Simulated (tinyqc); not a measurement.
MOS structure on a p-type body, non-linear Poisson equation by Newton steps: one step of the calculation.

One dimension, insulator interface at x = 0, acceptor density Na, uniform, net doping C = -(acceptor density). psi is counted from the intrinsic level: n = ni exp((psi - Vb)/Vt), p = ni exp(-psi/Vt); deep in the body psi_b = -Vt ln(Na/ni). The gate acts through Cox = eps0 eox/tox and has the potential psi_G = Vg - (phiM - chi - Vt ln(Nc/ni)). Boltzmann statistics, full ionisation, classical densities, no oxide or interface charge. Acceptors in real wide-gap material are deep and only partly ionised in the neutral body.

Task. Densities, residual and Jacobian diagonal. n_i = ni exp((psi_i - Vb)/Vt), p_i = ni exp(-psi_i/Vt), rho_i = p_i - n_i + C_i, g_i = (n_i + p_i)/Vt. Box widths w_i = (h_(i-1) + h_i)/2 in cm. Residual F_i = a_i (psi_(i+1) - psi_i) - a_(i-1) (psi_i - psi_(i-1)) + q rho_i w_i; Jacobian: a_(i-1) and a_i beside the diagonal, b_i = -a_(i-1) - a_i - q g_i w_i on it. Node 0 is free: w_0 = h_0/2, F_0 = a_0 (psi_1 - psi_0) + Cox (psi_G - psi_0) + q rho_0 w_0, b_0 = -a_0 - Cox - q g_0 w_0, with Cox = eps0 eox/tox, psi_G = Vg - (phiM - chi - Vt ln(Nc/ni)). The last node is fixed.

Inputs (values chosen for the exercise); band and dielectric values close to those of 4H silicon carbide: temperature T = 350 K; band gap Eg = 3.31 eV; conduction-band density of states at T Nc = 2.1e19 cm^-3; valence-band density of states at T Nv = 3.15e19 cm^-3; electron affinity chi = 3.63 eV; relative permittivity of the gate insulator (close to silicon dioxide) eox = 3.9; insulator thickness tox = 4.8 nm; gate work function phiM = 4.19 eV; electron quasi-Fermi potential against the body Vb = 0 V; gate voltage against the body Vg = 1.84 V.

Constants: q = 1.602176634e-19 C, kB = 1.380649e-23 J/K, Vt = kB T/q, eps0 = 8.8541878128e-14 F/cm where lengths are in cm. Results are converted to the units shown.

| node | x (nm) | psi at the start (V) | net doping C (cm^-3) |
|---|---|---|---|
| 0 | 0 | -1.5479791 | -7.4e17 |
| 1 | 0.3 | -1.5479791 | -7.4e17 |
| 2 | 0.74 | -1.5479791 | -7.4e17 |
| 3 | 1.38 | -1.5479791 | -7.4e17 |
| 4 | 2.33 | -1.5479791 | -7.4e17 |
| 5 | 3.71 | -1.5479791 | -7.4e17 |
| 6 | 5.74 | -1.5479791 | -7.4e17 |
| 7 | 8.71 | -1.5479791 | -7.4e17 |
| 8 | 13.1 | -1.5479791 | -7.4e17 |
| 9 | 19.4 | -1.5479791 | -7.4e17 |
| 10 | 28.8 | -1.5479791 | -7.4e17 |
| 11 | 42.5 | -1.5479791 | -7.4e17 |
| 12 | 62.5 | -1.5479791 | -7.4e17 |
| 13 | 91.9 | -1.5479791 | -7.4e17 |
| 14 | 135 | -1.5479791 | -7.4e17 |

| interval | coupling a_i (F/cm^2) |
|---|---|
| 0 | 2.8362915e-5 |
| 1 | 1.9338351e-5 |
| 2 | 1.3295116e-5 |
| 3 | 8.9567100e-6 |
| 4 | 6.1658511e-6 |
| 5 | 4.1915638e-6 |
| 6 | 2.8649409e-6 |
| 7 | 1.9382402e-6 |
| 8 | 1.3506150e-6 |
| 9 | 9.0519941e-7 |
| 10 | 6.2108573e-7 |
| 11 | 4.2544372e-7 |
| 12 | 2.8941750e-7 |
| 13 | 1.9742168e-7 |

ni = 3.7958915e-5 cm^-3

Wanted: n; p; residual F; diagonal b.

Result.

| node | n (cm^-3) | p (cm^-3) |
|---|---|---|
| 0 | 1.9471e-27 | 7.4000e17 |
| 1 | 1.9471e-27 | 7.4000e17 |
| 2 | 1.9471e-27 | 7.4000e17 |
| 3 | 1.9471e-27 | 7.4000e17 |
| 4 | 1.9471e-27 | 7.4000e17 |
| 5 | 1.9471e-27 | 7.4000e17 |
| 6 | 1.9471e-27 | 7.4000e17 |
| 7 | 1.9471e-27 | 7.4000e17 |
| 8 | 1.9471e-27 | 7.4000e17 |
| 9 | 1.9471e-27 | 7.4000e17 |
| 10 | 1.9471e-27 | 7.4000e17 |
| 11 | 1.9471e-27 | 7.4000e17 |
| 12 | 1.9471e-27 | 7.4000e17 |
| 13 | 1.9471e-27 | 7.4000e17 |
| 14 | 1.9471e-27 | 7.4000e17 |

| node | residual F (1e-6 C/cm^2) | diagonal b (F/cm^2) |
|---|---|---|
| 0 | 3.2207 | -2.9141e-5 |
| 1 | 0.0000 | -4.7847e-5 |
| 2 | 0.0000 | -3.2846e-5 |
| 3 | 0.0000 | -2.2564e-5 |
| 4 | 0.0000 | -1.5581e-5 |
| 5 | 0.0000 | -1.1028e-5 |
| 6 | 0.0000 | -8.0393e-6 |
| 7 | 0.0000 | -6.2498e-6 |
| 8 | 0.0000 | -5.3900e-6 |
| 9 | 0.0000 | -5.3416e-6 |
| 10 | 0.0000 | -6.0666e-6 |
| 11 | 0.0000 | -7.6702e-6 |
| 12 | 0.0000 | -1.0424e-5 |
| 13 | 0.0000 | -1.4737e-5 |

Range of the model: On a fine mesh the surface electron density exceeds 0.3 Nc, so degeneracy and confinement would lower the charge and push it away from the interface.

tinyqc, about 0.6 s, one thread, Intel Xeon 2.30GHz (shared host): `OMP_NUM_THREADS=1 python tinyqc.py 2080125 2080126 out.jsonl`
